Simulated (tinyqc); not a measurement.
Plane-wave Kohn-Sham cycle with exchange-only LDA in a layered model solid, step by step. One step of it, computed by the program tinyqc.

Task: Iteration 2: levels at that k. Diagonalise the Hermitian matrix.

H (hartree), order -2, -1, +0, +1, +2:
```
[[0.814139, -0.238271, -0.003346, 0.000211, 0.000939],
 [-0.238271, -0.018177, -0.238271, -0.003346, 0.000211],
 [-0.003346, -0.238271, -0.184640, -0.238271, -0.003346],
 [0.000211, -0.003346, -0.238271, 0.314749, -0.238271],
 [0.000939, 0.000211, -0.003346, -0.238271, 1.479992]]
```

Give: eigenvalues.

Result:

eigenvalues (hartree): [-0.4247, 0.0366, 0.3851, 0.8811, 1.5279]
